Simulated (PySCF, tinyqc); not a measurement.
Inside a calculation. Method: CIS on RHF in the 3-21g basis, for H3-, spin multiplicity 1. The basis has no diffuse functions, so it cannot describe the extra electron: this is an exercise in the method, not the real anion. The lowest restricted solution is unstable here: a spin-polarised one lies 0.0721 hartree lower (PySCF). One step of it, computed by the program tinyqc.

Problem. CIS matrix, singlets. A(ia,jb) = (e_a - e_i) d_ij d_ab + 2 (ia|jb) - (ij|ab).

orbital energies (hartree): [-0.319987, 0.190726, 0.454001, 1.327407, 1.581160, 1.631338]

Two-electron integrals over orbitals (pq|rs), unique and non-zero (hartree):
```
(11|11) 0.556269    (21|21) 0.087848    (22|11) 0.434008    (22|22) 0.428375
(31|11) 0.009332    (31|22) -0.047354   (31|31) 0.096398    (32|21) -0.046351
(32|32) 0.041498    (33|11) 0.439182    (33|22) 0.359028    (33|31) 0.028235
(33|33) 0.409805    (41|11) 0.116425    (41|22) 0.051174    (41|31) 0.012944
(41|33) 0.060770    (41|41) 0.077403    (42|21) -0.005400   (42|32) 0.002572
(42|42) 0.024077    (43|11) 0.020250    (43|22) 0.009470    (43|31) 0.003216
(43|33) 0.010394    (43|41) 0.020339    (43|43) 0.036521    (44|11) 0.489042
(44|22) 0.376808    (44|31) 0.041225    (44|33) 0.408562    (44|41) 0.100349
(44|43) 0.025046    (44|44) 0.468244    (51|11) 0.006715    (51|22) 0.040931
(51|31) -0.063792   (51|33) -0.013142   (51|41) -0.010502   (51|43) -0.036919
(51|44) -0.027286   (51|51) 0.083942    (52|21) 0.032190    (52|32) -0.014438
(52|42) 0.016253    (52|52) 0.032540    (53|11) -0.119352   (53|22) -0.057358
(53|31) -0.021680   (53|33) -0.066544   (53|41) -0.066913   (53|43) -0.017228
(53|44) -0.104639   (53|51) 0.013484    (53|53) 0.070689    (54|11) -0.027726
(54|22) 0.043412    (54|31) -0.102161   (54|33) -0.040950   (54|41) -0.032324
(54|43) -0.026263   (54|44) -0.070392   (54|51) 0.093527    (54|53) 0.038047
(54|54) 0.141524    (55|11) 0.541780    (55|22) 0.416258    (55|31) 0.021110
(55|33) 0.440607    (55|41) 0.137050    (55|43) 0.034862    (55|44) 0.503063
(55|51) -0.013545   (55|53) -0.133179   (55|54) -0.055024   (55|55) 0.573820
(61|21) -0.054035   (61|32) 0.031537    (61|42) -0.024561   (61|52) -0.043445
(61|61) 0.069848    (62|11) -0.114249   (62|22) -0.079311   (62|31) 0.033128
(62|33) -0.058225   (62|41) -0.053130   (62|43) 0.009020    (62|44) -0.074808
(62|51) -0.048547   (62|53) 0.047228    (62|54) -0.038243   (62|55) -0.115935
(62|62) 0.087146    (63|21) 0.031294    (63|32) -0.013444   (63|42) 0.012264
(63|52) 0.027075    (63|61) -0.037513   (63|63) 0.025933    (64|21) -0.074601
(64|32) 0.040316    (64|42) -0.003857   (64|52) -0.036947   (64|61) 0.060157
(64|63) -0.034444   (64|64) 0.078214    (65|21) -0.088633   (65|32) 0.055354
(65|42) -0.017041   (65|52) -0.052071   (65|61) 0.086724    (65|63) -0.046576
(65|64) 0.095848    (65|65) 0.128993    (66|11) 0.520015    (66|22) 0.472067
(66|31) -0.076445   (66|33) 0.395394    (66|41) 0.105721    (66|43) -0.006709
(66|44) 0.436473    (66|51) 0.095088    (66|53) -0.100947   (66|54) 0.089000
(66|55) 0.517596    (66|62) -0.162262   (66|66) 0.628033
```

Give: CIS matrix A, singlet.

Solution.

CIS matrix A, singlet (hartree), order 1>3, 1>4, 1>5, 1>6, 2>3, 2>4, 2>5, 2>6:
```
[[0.528, 0.006, -0.008, 0.000, 0.000, 0.000, 0.000, 0.035],
 [0.006, 1.313, 0.007, 0.000, 0.000, 0.000, 0.000, -0.032],
 [-0.008, 0.007, 1.527, 0.000, 0.000, 0.000, 0.000, -0.008],
 [0.000, 0.000, 0.000, 1.571, 0.032, 0.025, 0.002, 0.000],
 [0.000, 0.000, 0.000, 0.032, -0.013, -0.004, 0.028, 0.000],
 [0.000, 0.000, 0.000, 0.025, -0.004, 0.808, -0.011, 0.000],
 [0.000, 0.000, 0.000, 0.002, 0.028, -0.011, 1.039, 0.000],
 [0.035, -0.032, -0.008, 0.000, 0.000, 0.000, 0.000, 1.143]]
```
